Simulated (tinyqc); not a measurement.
Hubbard ring of 3 sites, step by step. Computed by tinyqc, a small Python program that keeps every step. Settings: hopping = 0.72, U = 2.4, mixing = 0.5, iteration cap = 67. Command: `OMP_NUM_THREADS=1 python tinyqc.py 27322 27323 out.jsonl` (the two numbers bound the seeds that draw the settings). One thread of a shared host (Intel(R) Xeon(R) Processor @ 2.60GHz), about 0.2 s of CPU time with the checks. Later iterations appear only in the table of the cycle.

## Mean-field iteration 1

one-body matrix (hopping and site energies) (eV):
```
           1          2          3
1   0.450000  -0.720000  -0.720000
2  -0.720000   0.910000  -0.720000
3  -0.720000  -0.720000   0.930000
```

U = 2.400000 eV

electrons, up and down: 2  2

mixing = 0.500000

n(up) at the start (a guess, not normalised): 1 1.000000, 2 0.217000, 3 1.000000

n(down) at the start (a guess): 1 0.217000, 2 1.000000, 3 0.217000

H(up) = T + U n(down), H(down) = T + U n(up); fill the lowest levels; n(new) = n + mixing (n(out) - n); E = tr T (rho up + rho down) + U sum n_up n_down of the output.

levels, up (eV): 0.132478  1.956608  3.642514

levels, down (eV): 0.773550  2.973309  3.863941

energy = 4.222067 eV

n(up) after iteration 1: 1 0.982225, 2 0.157537, 3 0.968739

n(down) after iteration 1: 1 0.466668, 2 0.995825, 3 0.254507

## Mean-field iteration 2

As before.

levels, up (eV): 0.469052  2.275497  3.666250

levels, down (eV): 0.655637  2.896945  3.797818

energy = 4.203088 eV

n(up) after iteration 2: 1 0.961866, 2 0.136058, 3 0.956325

n(down) after iteration 2: 1 0.584256, 2 0.994507, 3 0.279737

## Convergence

Each step fills the lowest levels of T + U n(other spin) and sets n(new) = n + mixing (n(out) - n); stop when output and input agree to 1e-8.

Course of the cycle:
```
iteration      E (eV)  largest |n(out) - n(in)|  mean |n_up - n_down|
1          4.22206744                  4.99e-01              0.595717
2          4.20308827                  2.35e-01              0.585740
3          4.19519050                  1.24e-01              0.576252
4          4.19081170                  7.62e-02              0.568896
5          4.18781248                  5.27e-02              0.563052
6          4.18560845                  3.96e-02              0.558080
7          4.18396022                  3.13e-02              0.553657
8          4.18272408                  2.55e-02              0.549647
9          4.18179746                  2.12e-02              0.545999
10         4.18110351                  1.78e-02              0.542688
11         4.18058420                  1.50e-02              0.539699
...               ...                       ...                   ...
57         4.17904625                  1.67e-05              0.524629
58         4.17904625                  1.44e-05              0.524633
59         4.17904625                  1.25e-05              0.524636
60         4.17904625                  1.08e-05              0.524639
61         4.17904625                  9.32e-06              0.524641
62         4.17904625                  8.05e-06              0.524643
63         4.17904625                  6.96e-06              0.524645
64         4.17904625                  6.01e-06              0.524647
65         4.17904625                  5.20e-06              0.524648
66         4.17904625                  4.49e-06              0.524650
67         4.17904625                  3.88e-06              0.524651
```

Not converged within 67 iterations: the residual falls steadily but slowly, by a factor of about 0.86 a step. The lowest mean-field energy found from random starts is 4.17905 eV. Reruns (cap 100 unless said): mixing 0.2: not converged; mixing 0.9: converged in 57 (E = 4.17905); the original settings with a cap of 400: converged in 108 (E = 4.17905).

## The many-body Hamiltonian

Basis: all placements (u, d, 2, 0 on each site), up operators ordered before down ones; hops carry the sign of the same-spin electrons passed.

H (eV):
```
           220        2ud        u2d        2du        202        ud2        d2u        du2
220   7.520000  -0.720000   0.720000  -0.720000   0.000000   0.000000   0.720000   0.000000
2ud  -0.720000   5.140000  -0.720000   0.000000  -0.720000   0.000000   0.000000   0.720000
u2d   0.720000  -0.720000   5.600000   0.000000   0.000000  -0.720000   0.000000   0.000000
2du  -0.720000   0.000000   0.000000   5.140000  -0.720000   0.720000  -0.720000   0.000000
202   0.000000  -0.720000   0.000000  -0.720000   7.560000  -0.720000   0.000000  -0.720000
ud2   0.000000   0.000000  -0.720000   0.720000  -0.720000   5.620000   0.000000   0.000000
d2u   0.720000   0.000000   0.000000  -0.720000   0.000000   0.000000   5.600000  -0.720000
du2   0.000000   0.720000   0.000000   0.000000  -0.720000   0.000000  -0.720000   5.620000
022   0.000000   0.000000   0.720000   0.000000   0.000000  -0.720000   0.720000  -0.720000

           022
220   0.000000
2ud   0.000000
u2d   0.720000
2du   0.000000
202   0.000000
ud2  -0.720000
d2u   0.720000
du2  -0.720000
022   8.480000
```

## Exact diagonalisation (9 states)

Lowest levels of the sector, and the double occupancy of the lowest state.

lowest levels (eV): 3.989098  4.251904  4.543816  5.321064  6.040726  6.330176

double occupancy per site = 0.333333

## The lowest level by Lanczos steps

From a random start vector (not printed): a_j = <q_j|H|q_j>, b_j = norm of the remainder after orthogonalising; the Ritz value is the lowest eigenvalue of the tridiagonal matrix of a and b so far.

Lanczos:
```
j  a_j (eV)  b_j (eV)  lowest Ritz value (eV)
1  5.667496  2.131452              5.66749650
2  7.893892  0.993944              4.37605370
3  6.514880  1.799523              4.25077910
4  6.672764  1.000747              4.11033820
5  5.616397  0.674209              4.02261382
6  5.858363  0.863687              4.00073984
7  6.861201  1.280906              3.99636143
8  5.187210  0.466952              3.99058479
9  6.007797  2.41e-09              3.98909836
```
